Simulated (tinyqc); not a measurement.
Inside a calculation. Model: size effects in the resistivity of thin metal films and interconnect lines. Computed by tinyqc, a small Python program that keeps every step. Command: `OMP_NUM_THREADS=1 python tinyqc.py 3027966 3027967 out.jsonl size walk`. One thread of a shared host (Intel(R) Xeon(R) Processor @ 2.30GHz), about 0.01 s of CPU time with the checks. Intermediate numbers are printed to about 5 digits and carried at full precision; extremes and crossings named in words are read from the listed rows.

Electrons lose their drift at surfaces (a share 1 - p of the hits) and at grain boundaries (reflection R), besides bulk scattering. The line sits in a trench with a non-conducting liner on both walls and the bottom; the spacing equals the drawn width.

Inputs (values chosen for the exercise, modelled on aluminium):

| quantity | value | unit |
|---|---|---|
| bulk resistivity rho_b | 2.63 | microohm cm |
| bulk mean free path lambda | 19.3 | nm |
| specularity p | 0.15 | - |
| grain-boundary reflection R | 0.65 | - |
| drawn line width w | 67 | nm |
| grain size over metal width | 0.64 | - |
| aspect ratio (height over width) | 1.9 | - |
| liner thickness t | 0.6 | nm |
| line length | 8.2 | micrometre |
| permittivity of the dielectric k | 3 | - |
| competitor: rho_b relative to this metal | 3.4 | - |
| competitor: lambda relative to this metal | 0.49 | - |
| competitor: liner relative to t | 0 | - |

Geometry: line.

Constants: eps_0 = 8.8541878128e-12 F/m.

## Metal cross-section

Metal width w_m = w - 2t, height h_m = (aspect ratio) w - t, grain size D = (ratio) w_m.

metal width w_m = 65.8 nm

metal height h_m = 126.7 nm

grain size D = 42.112 nm

share of the trench filled by metal = 97.746 %

## Grain boundaries

Mayadas-Shatzkes: alpha = (lambda/D) R/(1 - R); rho_b/rho = 1 - 3 alpha/2 + 3 alpha^2 - 3 alpha^3 ln(1 + 1/alpha).

alpha = 0.85113

rho/rho_b from grains = 2.1770

The linear estimate 1 + 3 alpha/2 gives 2.277, 5 % high; at large alpha the slope is 4/3.

## Surfaces

Fuchs-Sondheimer film: rho_b/rho = 1 - (3/(2 kappa))(1 - p) int_0^1 (s - s^3)(1 - exp(-kappa/s))/(1 - p exp(-kappa/s)) ds, f = rho/rho_b, kappa = thickness/lambda, 80 Gauss-Legendre points. Line: the excess of a film of thickness w_m and of a film of thickness h_m are added, rho/rho_b = 1 + (f(w_m) - 1) + (f(h_m) - 1), an estimate that holds best when both sides exceed lambda.

kappa = w_m/lambda = 3.4093

f(w_m) = 1.1026

f(h_m) = 1.0510

rho/rho_b from surfaces = 1.1537

## Resistance and delay

Total: rho = rho_b [1 + surface excess + grain excess]; resistance per length rho/(w_m h_m); capacitance per length C = 2 k eps_0 (aspect ratio + 1/2), a parallel-plate estimate for two neighbours plus a fixed term for the planes above and below; delay 0.38 R C L^2; effective resistivity per drawn area.

resistivity rho = 6.1296 microohm cm

resistance per length = 7.3524 ohm/micrometre

capacitance per length = 0.12750 fF/micrometre

RC delay = 0.023952 ps

effective resistivity per drawn area = 6.2709 microohm cm

Of the factor 2.38 over bulk, scattering gives 2.33 and the liner 1.02; within scattering, grain boundaries outweigh surfaces (1.18 against 0.15, grains first).

## A short-path metal as competitor

w_m = w - 2t, h_m = (aspect ratio) w - t, D = (ratio) w_m; rho = rho_b [1 + surface excess + grain excess]. Effective resistivity rho (aspect ratio) w^2/(w_m h_m) for the metal with its liner, for the same metal without liner, and for a competitor with its own rho_b, lambda and liner, and for that competitor with the liner t; p, R, aspect and grain ratios are the same.

Effective resistivity (microohm cm):

| w (nm) | this metal | without liner | competitor | competitor, liner t |
|---|---|---|---|---|
| 200 | 3.840 | 3.805 | 10.927 | 11.02 |
| 100 | 5.051 | 4.948 | 12.857 | 13.10 |
| 50 | 7.561 | 7.224 | 16.669 | 17.37 |
| 30 | 11.121 | 10.259 | 21.726 | 23.41 |
| 20 | 15.939 | 14.047 | 28.045 | 31.58 |
| 14 | 22.783 | 18.901 | 36.169 | 43.22 |
| 10 | 33.201 | 25.339 | 46.988 | 60.97 |
| 7 | 52.191 | 34.934 | 63.165 | 93.38 |
| 5 | 85.853 | 47.633 | 84.626 | 150.81 |

The competitor wins below a width between 7.00 and 5.00 nm. In narrow lines rho scales as rho_b lambda/w, and the product rho_b lambda of the competitor is 1.67 times this metal's. At the narrowest width the liner costs this metal a factor 1.80. With the same liner the competitor wins nowhere in the table; at the narrowest width the thinner liner lowers it from 151 to 84.6. Rows with w - 2t below lambda stretch the additive estimate. Metal widths below about 5 nm are outside this semiclassical model.

Checks made by the program: grain-boundary formula against its angular integral 3 int_0^1 c^3/(c + alpha) dc (relative difference below 1e-10).
